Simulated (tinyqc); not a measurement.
k.p values derived from sp3s* tight binding at Gamma, step by step. Values are carried at full precision from step to step, so a last printed digit may differ when a step is redone from the rounded ones.

At Gamma the states are two-level mixtures: s-like S+ (upper) and S- (lower) from [[Esa, Vss], [Vss, Esc]], p-like P- (valence) and P+ from [[Epa, Vxx], [Vxx, Epc]], and the bare s* levels. With real k in 1/angstrom and kz = 0, the phase sums over the four bonds are g0 = 1 - (a k/4)^2/2, g1 = i a kx/4, g3 = -(a/4)^2 kx ky to second order. Each mixture is written (anion, cation) with the anion part positive. c = hbar^2/2m0. No spin-orbit coupling.

Constants: hbar^2/2m0 = 3.80998211 eV angstrom^2.

Parameters, chosen for this exercise (near a published set for AlAs, fitted to gaps, whose masses and valley positions are rough; not measured data):
- Esa = -7.561 eV (s level of the anion)
- Esc = -1.161 eV (s level of the cation)
- Epa = 0.983 eV (p level of the anion)
- Epc = 3.599 eV (p level of the cation)
- Vss = -6.695 eV (s-s)
- Vxx = 1.88 eV (px-px)
- a = 5.659 angstrom (lattice constant)
- Vsapc = 5.091 eV (s anion, p cation)
- Vscpa = 5.497 eV (s cation, p anion)
- Vxapc = 4.501 eV (s* anion, p cation)
- Vpaxc = 4.995 eV (p anion, s* cation)
- Exa = 7.453 eV (s* level of the anion)
- Exc = 6.728 eV (s* level of the cation)
- Vxy = 4.313 eV (px-py)

## States at Gamma

Solve the two blocks.

States:

| state | E (eV) | anion part | cation part |
|---|---|---|---|
| S- | -11.7814 | 0.84594 | 0.53327 |
| P- | 0.0007 | 0.88632 | -0.46308 |
| S+ | 3.0594 | 0.53327 | -0.84594 |
| P+ | 4.5813 | 0.46308 | 0.88632 |

## Linear terms and the Kane energy

<s state|dH/dkx|x state> = i P with P = (a/4)(sa pc Vsapc + sc pa Vscpa), sa, sc and pa, pc being the parts of the two states; for s* on the anion P = (a/4) pc Vxapc, on the cation (a/4) pa Vpaxc. Ep = P^2/c for S+ to P-.

Couplings:

| pair | P (eV angstrom) | E(first) - E(second) (eV) |
|---|---|---|
| S+ to P- | -7.6095 | 3.0587 |
| S+ to P+ | 0.3577 | -1.5218 |
| S- to P- | 0.8542 | -11.7822 |
| s*a to P- | -2.9488 | 7.4523 |
| s*c to P- | 6.2633 | 6.7273 |

Ep = 15.198 eV

The two terms of S+ to P- have the same sign and add: S+ and P- both change sign from anion to cation. An on-site momentum element between s and p, which real atoms have, is absent from this model.

## Electron mass

m0/m = [<S+|d2H/dkx^2|S+>/2 + sum P^2/(E(S+) - E(P))]/c over P- and P+, with the direct term -(a/4)^2 sa sc Vss.

parts of m0/m: direct -1.587, from P- 4.969, from P+ -0.022

mass = 0.2976 m0

The valence band supplies 148 % of m0/m; the direct term, which stands in for the free-electron 1, is -1.59. S+ is not the lowest valley of AlAs; this is the mass of the Gamma level.

## Valence parameters L, M, N and the Luttinger values

Direct terms d0 = -(a/4)^2 pa pc Vxx, dN = -2 (a/4)^2 pa pc Vxy for P-. F = sum P^2/(E(P-) - E(s)) over S+, S-, s*a, s*c. The y state of P- couples to the z state of P+ through Q = (a/4) Vxy (pa p'c - pc p'a), primes for P+, and H1 = Q^2/(E(P-) - E(P+)). L = d0 + F, M = d0 + H1, N = dN + F + H1; g1 = -(L + 2M)/(3c), g2 = -(L - M)/(6c), g3 = -N/(6c).

d0, dN, F, Q, H1 (eV angstrom^2; Q in eV angstrom): 1.5444  7.0862  -25.8675  6.1018  -8.1284

L, M, N (eV angstrom^2): -24.323  -6.584  -26.910

g1, g2, g3: 3.280  0.776  1.177

Along [100] the masses without spin-orbit coupling are c/|L| = 0.157 (one band) and c/|M| = 0.579 (two bands).

## Checks

- Electron mass against a finite difference of the full bands: both 0.2976.
- L and M against finite differences along [100]: largest relative difference 6.3e-06.
- Lowest curvature along [111], (L + 2M + 2N)/3, against a finite difference: both -30.437.

Program tinyqc; command `OMP_NUM_THREADS=1 python tinyqc.py 1452549 1452550 out.jsonl`; about 0.01 s on one thread of a shared Intel(R) Xeon(R) Processor @ 2.30GHz.
